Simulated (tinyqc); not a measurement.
Carrier lifetime of an n-type layer with SRH, radiative, Auger and surface recombination: two steps of the calculation.

Uniform excess density dn = dp (no trapping), n = n0 + dn, p = p0 + dn, Boltzmann statistics, full ionisation. Surfaces enter as a rate 2 S dn/d, which holds while diffusion to them is fast.

Inputs (values chosen for the exercise); band and dielectric values close to those of cadmium telluride:

| symbol | value | unit | meaning |
|---|---|---|---|
| T | 300 | K | temperature |
| Eg | 1.52 | eV | band gap |
| Nc | 7.96e17 | cm^-3 | conduction-band density of states at T |
| Nv | 1.83e19 | cm^-3 | valence-band density of states at T |
| B | 2.01e-10 | cm^3/s | radiative coefficient |
| N | 8.1e14 | cm^-3 | donor density |
| Cn | 3.1e-30 | cm^6/s | Auger coefficient (two electrons) |
| Cp | 1.4e-30 | cm^6/s | Auger coefficient (two holes) |
| Nt | 1.4e11 | cm^-3 | trap density |
| sn | 8e-14 | cm^2 | capture cross-section for electrons |
| sp | 3e-14 | cm^2 | capture cross-section for holes |
| vth | 2.2e7 | cm/s | thermal velocity (both carriers) |
| Et | 0.49 | eV | trap level below the conduction band |
| S | 3000 | cm/s | surface recombination velocity (both faces) |
| d | 10 | um | sample thickness |

Constants: q = 1.602176634e-19 C, kB = 1.380649e-23 J/K, Vt = kB T/q. Results are converted to the units shown.

Task 1. Equilibrium densities and SRH constants. ni = sqrt(Nc Nv) exp(-Eg/(2 Vt)), Eg in volts; majority density N/2 + sqrt(N^2/4 + ni^2), n0 p0 = ni^2; n1 = Nc exp(-Et/Vt), p1 = Nv exp((Et - Eg)/Vt); tn0 = 1/(sn vth Nt), tp0 = 1/(sp vth Nt).

Give: ni; n0; p0; n1; p1; tn0; tp0.

Result 1.

ni = 6.5199e5 cm^-3
n0 = 8.1000e14 cm^-3
p0 = 5.2481e-4 cm^-3
n1 = 4.6696e9 cm^-3
p1 = 91.036 cm^-3
tn0 = 4.0584e-6 s
tp0 = 1.0823e-5 s

Task 2. Lifetime, shares and quasi-Fermi splitting. With e = n p - ni^2 = dn (n0 + p0 + dn): U_SRH = e/(tp0 (n + n1) + tn0 (p + p1)), U_rad = B e, U_Aug = (Cn n + Cp p) e, U_s = 2 S dn/d. tau = dn/U, shares of U, splitting Vt ln(n p/ni^2), radiative efficiency U_rad/U.

converged dn = 1.4015994e14 cm^-3
ni = 6.5199462e5 cm^-3
n0 = 8.1e14 cm^-3
p0 = 5.2481108e-4 cm^-3
n1 = 4.6695536e9 cm^-3
p1 = 91.035892 cm^-3
tn0 = 4.0584416e-6 s
tp0 = 1.0822511e-5 s

Wanted: tau; shares; quasi-Fermi splitting.

Result 2.

tau = 1.5927e-7 s
shares (%): SRH 1.395, radiative 3.042, Auger 0.000, surface 95.564
quasi-Fermi splitting = 1.0415 V

Surface recombination takes the largest share. dn is 0.17 times the doping: intermediate injection.

Range of the model: S d exceeds 2.5 cm^2/s, comparable with a diffusion coefficient, so 2 S/d overstates the surface loss.

tinyqc, about 0.01 s, one thread, Intel Xeon 2.30GHz (shared host): `OMP_NUM_THREADS=1 python tinyqc.py 2300131 2300132 out.jsonl`
